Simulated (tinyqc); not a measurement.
What moves the efficiency: defect, radiative and Auger recombination at equal electron and hole densities (ABC model).

J/(e d) = Ae n + B n^2 + C n^3 with Ae = A + 4 S/w (four side walls, carriers spread evenly), e = 1.602176634e-19 C, lengths in cm; internal efficiency IQE = B n^2/(Ae n + B n^2 + C n^3); all injected carriers recombine in the layer.

Values chosen for the exercise (orders of magnitude like those quoted for Ge; the results hold for these values, not for the real material): A = 230000 1/s (defect rate); B = 7e-14 cm^3/s (radiative coefficient); C = 7.5e-32 cm^6/s (Auger coefficient); S = 0 cm/s (recombination velocity of the side walls); w = 18 micrometre (side of the square mesa); d = 380 nm (active thickness); J = 1.4 A/cm^2 (current density).

IQE_max = Q/(Q + 2) with Q = B/sqrt(Ae C), reached at n = sqrt(Ae/C).

Results for these values:
```
case  n (1/cm^3)     IQE  IQE_max  J at the peak (A/cm^2)
base   7.202e+17  0.1579   0.2104                    6.21
```

What happens to each result for B = 1.05e-13 cm^3/s, all else kept?

Answer: n falls from 7.202e+17 to 6.830e+17; IQE rises from 0.1579 to 0.2130; IQE_max rises from 0.2104 to 0.2856; J at the peak rises from 6.21 to 6.86.

The same for each parameter in turn:
```
case                 n (1/cm^3)      IQE  IQE_max  J at the peak (A/cm^2)
base                  7.202e+17   0.1579   0.2104                    6.21
A = 460000 1/s        4.534e+17  0.06258   0.1586                    16.5
B = 1.05e-13 cm^3/s   6.830e+17   0.2130   0.2856                    6.86
C = 1.5e-31 cm^6/s    6.687e+17   0.1361   0.1586                    4.12
d = 760 nm            4.214e+17   0.1081   0.2104                    12.4
J = 4.2 A/cm^2        1.428e+18   0.2070   0.2104                    6.21
```

Program tinyqc; command `OMP_NUM_THREADS=1 python tinyqc.py 1681604 1681605 out.jsonl`; about 0.01 s on one thread of a shared Intel(R) Xeon(R) Processor @ 2.30GHz.
